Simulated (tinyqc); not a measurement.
Hexagonal on-chip spiral inductor, lumped pi model: two steps of the calculation.

Outer diameter do = di + 2 n wd + 2 (n - 1) sp, mean da = (do + di)/2, fill p = (do - di)/(do + di), length l = 3.464 n da. L = 2.33 mu0 n^2 da/(1 + 3.82 p), mu0 = 4 pi 1e-7 H/m. Rs = rho l/(wd delta (1 - exp(-th/delta))), delta = sqrt(rho/(pi f mu0)). Cs = n wd^2 eps0 eo/hu across the coil. At each end Cox = l wd eps0 eo/(2 ho) leads to the substrate branch Rsi = 2 rs he/(l wd) in parallel with Csi = l wd eps0 11.7/(2 he). With one end grounded Y = 1/(Rs + i w L) + i w Cs + 1/[1/(i w Cox) + 1/(1/Rsi + i w Csi)], w = 2 pi f; Q = -Im Y/Re Y. Eddy currents in neighbouring turns and in the substrate are left out.

Values chosen for this exercise; values of the order met in silicon radio-frequency processes:
- n = 4.5 (number of turns)
- wd = 4 um (line width)
- sp = 1.5 um (space between turns)
- di = 60 um (inner diameter)
- th = 0.9 um (metal thickness)
- rho = 2.2 uohm cm (metal resistivity)
- ho = 7.5 um (oxide below the coil)
- hu = 1.2 um (oxide between coil and underpass)
- eo = 3.9 (relative permittivity of the oxide)
- rs = 10 ohm cm (substrate resistivity)
- he = 80 um (effective spreading depth in the substrate)
- f = 1.4 GHz (frequency)

Constants: eps0 = 8.8541878128e-12 F/m. Results are converted to the units shown.

Problem 1. Geometry and model elements. do, l, L, delta, Rs, Cs, Cox, Rsi and Csi as defined.

Find: do; l; L; delta; Rs; Cs; Cox; Rsi; Csi.

Solution 1.

do = 106.5 um
l = 1298 um
L = 2.388 nH
delta = 1.995 um
Rs = 9.853 ohm
Cs = 2.072 fF
Cox = 11.95 fF
Rsi = 3082 ohm
Csi = 3.361 fF

Problem 2. Admittance, quality factor and apparent inductance. Series branch 1/(Rs + i w L), substrate branch, total Y, Q = -Im Y/Re Y, apparent inductance Im(1/Y)/w, metal-only value w L/Rs, share of the loss in the substrate Re(substrate branch)/Re Y.

L = 2.3881784 nH
Rs = 9.8531327 ohm
Cs = 2.0718799 fF
Cox = 11.949692 fF
Rsi = 3082.3741 ohm
Csi = 3.3608509 fF

Find: series branch; substrate branch; Y; Q; apparent inductance; w L/Rs; share of the loss in the substrate.

Solution 2.

series branch = 18.301-39.018i mS
substrate branch = 0.029051+0.093055i mS
Y = 18.330-38.907i mS
Q = 2.1226
apparent inductance = 2.3912 nH
w L/Rs = 2.1321
share of the loss in the substrate = 0.15849 %

Q is 99.6 % of the metal-only value.

Numbers from tinyqc (`OMP_NUM_THREADS=1 python tinyqc.py 2302226 2302227 out.jsonl`; about 0.01 s on one thread of a shared Intel Xeon 2.30GHz).
